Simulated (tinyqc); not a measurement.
Hubbard ring of 4 sites, step by step. One step of it, computed by the program tinyqc.

Question. Mean-field iteration 1. H(up) = T + U n(down), H(down) = T + U n(up); fill the lowest levels; n(new) = n + mixing (n(out) - n); E = tr T (rho up + rho down) + U sum n_up n_down of the output.

one-body matrix (hopping and site energies) (eV), lower triangle:
```
           1          2          3         4
1   0.000000
2  -1.630000   0.000000
3   0.000000  -1.630000   0.000000
4  -1.630000   0.000000  -1.630000  0.000000
```

U = 1.800000 eV

electrons, up and down: 2  2

mixing = 0.500000

n(up) at the start (a guess, not normalised): 1 0.550000, 2 0.450000, 3 0.550000, 4 0.450000

n(down) at the start (a guess): 1 0.450000, 2 0.550000, 3 0.450000, 4 0.550000

Give: levels, up; levels, down; energy; n(up) after iteration 1; n(down) after iteration 1.

Answer.

levels, up (eV): -2.3612  0.8100  0.9900  4.1612

levels, down (eV): -2.3612  0.8100  0.9900  4.1612

energy = -5.1927 eV

n(up) after iteration 1: 1 0.6534, 2 0.3466, 3 0.6534, 4 0.3466

n(down) after iteration 1: 1 0.3466, 2 0.6534, 3 0.3466, 4 0.6534
